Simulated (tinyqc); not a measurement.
# Changing the heavy mass M

Model: three-phonon processes in a diatomic chain: dispersion, energy and momentum conservation, and decay channels of optical phonons. Computed by tinyqc, a small Python program. Command: `OMP_NUM_THREADS=1 python tinyqc.py 3121172 3121173 out.jsonl threeph sweep`. One thread of a shared host (Intel(R) Xeon(R) Processor @ 2.30GHz), about 0.01 s of CPU time with the checks.

Cell length a, two atoms, one spring constant. x = q a/pi runs from -1 to 1; A and O are the acoustic and optical branches. Matrix elements are not computed: only conservation laws and occupation factors are followed.

Inputs (values chosen for the exercise, for a model chain): light mass m = 27 u; spring constant k = 6.4 eV/angstrom^2.

Constants: nu for 1 eV/(angstrom^2 u) = 15.6333042 THz.

Method. omega^2 = k (1/m + 1/M) -/+ k sqrt((1/m + 1/M)^2 - 4 sin^2(pi x/2)/(m M)); nu = 15.6333042 THz x sqrt(omega^2) for eV/(angstrom^2 u). Acoustic top sqrt(2 k/M), optical bottom sqrt(2 k/m), optical top sqrt(2 k (1/m + 1/M)).

One run for each value:

| heavy mass M (u) | optical top over twice the acoustic top | optical bottom over twice the acoustic top | optical width over acoustic top | acoustic top (THz) |
|---|---|---|---|---|
| 28.4 | 0.716 | 0.513 | 0.4068 | 10.50 |
| 35.1 | 0.758 | 0.570 | 0.3764 | 9.44 |
| 43.2 | 0.806 | 0.632 | 0.3475 | 8.51 |
| 54.0 | 0.866 | 0.707 | 0.3178 | 7.61 |
| 67.5 | 0.935 | 0.791 | 0.2897 | 6.81 |
| 78.3 | 0.987 | 0.851 | 0.2719 | 6.32 |
| 94.5 | 1.061 | 0.935 | 0.2505 | 5.75 |
| 122.0 | 1.175 | 1.063 | 0.2235 | 5.06 |
| 162.0 | 1.323 | 1.225 | 0.1963 | 4.39 |

Describe the trends.

Over the rows, optical top over twice the acoustic top rises from 0.716 to 1.32 (exponent d ln y / d ln x 0.27 between the first rows and 0.42 between the last); optical bottom over twice the acoustic top rises from 0.513 to 1.22 (exponent d ln y / d ln x about 0.50 throughout); optical width over acoustic top falls from 0.407 to 0.196 (exponent d ln y / d ln x -0.37 between the first rows and -0.46 between the last).
